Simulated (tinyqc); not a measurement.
Frequency dispersion of an accumulation capacitance by border traps, distributed model: capacitance and loss against frequency.

Traps spread evenly through the insulator exchange electrons with the semiconductor by tunnelling, with tau(x) = t0 exp(2 ka x) at depth x from the interface. The admittance per area Y seen at depth x obeys dY/dx = -Y^2/(i w eps0 eox) + q Nb ln(1 + i w tau)/tau, with Y(0) = i w Cs and w = 2 pi f; the gate sees Y(tox) = G + i w C. Working variable y = Y/(i w), in uF/cm^2. Cox = eps0 eox/tox.

Cox; trap-free value 1/(1/Cox + 1/Cs); response depth d = ln(1/(w t0))/(2 ka), where w tau = 1; lumped estimate: all traps within d act as C_bt = q Nb d placed at d/2, so C = 1/{1/[1/(1/Cs + d/(2 eps0 eox)) + C_bt] + (tox - d/2)/(eps0 eox)}. C and G from a fine integration; dispersion -d C/d log10 f over C, from f times and over 1.1. For a broad spread of time constants G/w is close to -(pi/2) dC/d ln w.

Inputs (values chosen for the exercise); permittivity close to that of zirconium oxide: relative permittivity of the insulator eox = 21.6; insulator thickness tox = 8.1 nm; semiconductor capacitance in accumulation Cs = 3.8 uF/cm^2; density of border traps Nb = 6.8e18 cm^-3 eV^-1; decay constant of the wave function in the insulator ka = 4.2 1/nm; time constant of a trap at the interface t0 = 1e-9 s.

Constants: q = 1.602176634e-19 C, eps0 = 8.8541878128e-14 F/cm where lengths are in cm. Results are converted to the units shown.

The same in every row: trap-free C (uF/cm^2) = 1.456.

Result of one run:
```
f (Hz)	d (nm)	C (uF/cm^2)	G/w (uF/cm^2)	dispersion (% a decade)	-(pi/2) dC/d ln w (uF/cm^2)	lumped C (uF/cm^2)
10000	1.152	1.482	0.004525	0.4474	0.004522	1.479
```

What becomes of these results when the frequency f is changed from 10000 to 1e6 Hz, all else the same?

Result of the changed run:
```
f (Hz)	d (nm)	C (uF/cm^2)	G/w (uF/cm^2)	dispersion (% a decade)	-(pi/2) dC/d ln w (uF/cm^2)	lumped C (uF/cm^2)
1e6	0.6036	1.470	0.003823	0.3817	0.003827	1.467
```

The whole series:
```
f (Hz)	d (nm)	C (uF/cm^2)	G/w (uF/cm^2)	dispersion (% a decade)	-(pi/2) dC/d ln w (uF/cm^2)	lumped C (uF/cm^2)
10	1.974	1.504	0.005678	0.5532	0.005676	1.500
100	1.700	1.496	0.005279	0.5170	0.005276	1.492
1000	1.426	1.489	0.004894	0.4817	0.004892	1.485
10000	1.152	1.482	0.004525	0.4474	0.004522	1.479
1e5	0.8777	1.475	0.004169	0.4141	0.004168	1.473
1e6	0.6036	1.470	0.003823	0.3817	0.003827	1.467
1e7	0.3294	1.464	0.003446	0.3501	0.003497	1.462
```

C falls from 1.504 to 1.464 uF/cm^2, towards the trap-free 1.456; each decade of frequency removes ln 10/(2 ka) = 0.274 nm from the response depth. The dispersion falls from 0.553 to 0.350 % a decade and G/w falls from 0.00568 to 0.00345 uF/cm^2. G/w lies between 0.985 and 1.00 times -(pi/2) dC/d ln w, the relation for a broad spread of time constants.

Program tinyqc, `OMP_NUM_THREADS=1 python tinyqc.py 2202018 2202019 out.jsonl`; Intel Xeon 2.30GHz, shared host, one thread, about 0.4 s.
